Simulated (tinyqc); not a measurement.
# Ideality, resistance and saturation current from three points

Problem. Well above I0 a diode obeys V = n Vt ln(I/I0) + Rs I. Find n, Rs and I0.

Inputs (values chosen for the exercise):
- T = 400 K (temperature)

Constants: q = 1.602176634e-19 C, kB = 1.380649e-23 J/K, Vt = kB T/q. Results are converted to the units shown.

I (A): [0.0004, 0.0041, 0.042]
V (V): [0.14949523, 0.24821494, 0.51791414]

Solution. The equation is linear in a = n Vt, Rs and c = -a ln I0; three points give a 3 x 3 system.

n = 1.000
Rs = 5.000 ohm
I0 = 5.542e-6 A

Program tinyqc, `OMP_NUM_THREADS=1 python tinyqc.py 2640102 2640103 out.jsonl`; Intel Xeon 2.30GHz, shared host, one thread, about 0.01 s.
